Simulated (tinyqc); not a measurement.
What moves the results: round or elliptic silicon nanowire with anisotropic valleys (Ritz method). A value that a table varies takes the place of the one given here.

Wire along x = [110] on a (001) wafer, y = [-110], z = [001]. Valley groups (w = inverse masses): A, two valleys along z: w_y = 1/mt, w_z = 1/ml, m_x = mt; B, four valleys in the wafer plane: w_y = (1/ml + 1/mt)/2, w_z = 1/mt, m_x = (ml + mt)/2.

Hard wall on the ellipse (y/a)^2 + (z/b)^2 = 1, c = hbar^2/2m0. With u = y/a, v = z/b the operator is -c [(w_y/a^2) d2/du2 + (w_z/b^2) d2/dv2] on the unit disc. Basis (1 - u^2 - v^2) u^i v^j; S, X and Y are the disc integrals of f f', (df/du)(df'/du) and (df/dv)(df'/dv), from the integral of u^p v^q = 2 Gamma((p+1)/2) Gamma((q+1)/2)/((p + q + 2) Gamma((p+q+2)/2)) for even p, q; H = c (w_y X/a^2 + w_z Y/b^2).

Converged values use 21 functions of each parity class (e or o in u, then in v).

Constants: hbar^2/2m0 = 3.80998211 eV angstrom^2.

Inputs chosen for the exercise (near those of a Si nanowire; the results hold for these values, not for the real material): ml = 0.924 m0 (longitudinal mass); mt = 0.191 m0 (transverse mass); a = 26 angstrom (semi-axis along y); b = 26 angstrom (semi-axis along z); asp = (0.4, 0.6, 0.8, 1, 1.3, 1.8, 2.5) (ratios a/b); area = 21.2 nm^2 (cross-section, kept fixed); hw = 1.5 (height over mean width).

## Size of the basis

Lowest level of each group with 1, 3, 6 and 21 even functions.

Levels (meV):

| functions | A | B |
|---|---|---|
| 1 | 106.82 | 141.94 |
| 3 | 101.30 | 136.60 |
| 6 | 101.20 | 136.57 |
| 21 | 101.20 | 136.57 |

What does this show?

One function errs by 5.6 % for A and 3.9 % for B, six by 0.00059 and 4e-05 meV. The error grows with the axis ratio of the stretched ellipse (2.20, 1.29); for a circle it is 6/5.783 - 1 = 3.7 %.

## Flattening the wire at fixed area

a = sqrt(area x ratio/pi), b = a/ratio, 1 nm^2 = 100 angstrom^2; lowest level of each group.

Levels (eV):

| a/b | a (angstrom) | b (angstrom) | A | B |
|---|---|---|---|---|
| 0.4 | 16.4 | 41.1 | 0.2056 | 0.1611 |
| 0.6 | 20.1 | 33.5 | 0.1463 | 0.1370 |
| 0.8 | 23.2 | 29.0 | 0.1176 | 0.1328 |
| 1.0 | 26.0 | 26.0 | 0.1014 | 0.1368 |
| 1.3 | 29.6 | 22.8 | 0.0880 | 0.1497 |
| 1.8 | 34.9 | 19.4 | 0.0792 | 0.1790 |
| 2.5 | 41.1 | 16.4 | 0.0783 | 0.2257 |

What can be read from the table?

Each group is lowest where its stretched ellipse is a circle, at a/b = sqrt(w_y/w_z): 2.20 for A and 0.78 for B. The lowest group is B in the first row and A in the last, crossing between a/b = 0.6 and 0.8; B - A is -44 meV in the first row and +147 meV in the last.

## Shape of the cross-section

Equal area, hard walls, lowest level of -c (w_y d2/dy2 + w_z d2/dz2), c = hbar^2/2m0. Rectangle W x H with H/W = hw; ellipse with b/a = hw; trapezoid of height H, base W/0.8 and top 0.6 of the base; isosceles triangle of height H and base 2W. Ellipse, trapezoid and triangle by converged Ritz bases; 1 nm^2 = 100 angstrom^2.

Levels:

| shape | A (eV) | B (eV) | B - A (meV) |
|---|---|---|---|
| rectangle | 0.1521 | 0.1460 | -6.1 |
| ellipse | 0.1347 | 0.1343 | -0.4 |
| trapezoid | 0.1428 | 0.1482 | 5.4 |
| triangle | 0.1078 | 0.1736 | 65.8 |

W = 37.6 angstrom
H = 56.4 angstrom

What can be read from the table?

For group A the order is triangle, ellipse, trapezoid, rectangle, spanning 41 %. For group B the order is ellipse, rectangle, trapezoid, triangle, spanning 29 %. The ellipse lies below the rectangle for both groups, since corners hold little of the wave function. The triangle is lowest for A, whose light mass lies across the width and gains from the wide base. The spacing B - A of the valley groups runs from -6 to 66 meV.

## What each parameter does

Lowest level of groups A and B. Each row changes one parameter from the base and keeps the others.

Results:

| case | A (eV) | B (eV) | B - A (meV) |
|---|---|---|---|
| base | 0.1012 | 0.1366 | 35.4 |
| a = 24 angstrom | 0.1153 | 0.1456 | 30.3 |
| b = 24 angstrom | 0.1046 | 0.1512 | 46.6 |
| ml = 1.035 m0 | 0.0991 | 0.1356 | 36.5 |
| mt = 0.172 m0 | 0.1102 | 0.1507 | 40.5 |

How do the results move?

The largest shifts from the base row, up to three for each result and ties (the steps differ in size, so this ranks the rows, not the parameters). A (eV): a +0.0141, mt +0.0090, b +0.0034. B (eV): b +0.0146, mt +0.0141, a +0.0091. B - A (meV): b +11.2, mt +5.1, a -5.1.

(tinyqc, `OMP_NUM_THREADS=1 python tinyqc.py 1252566 1252567 out.jsonl`, Intel(R) Xeon(R) Processor @ 2.30GHz, 1 thread, shared host, about 0.02 s.)
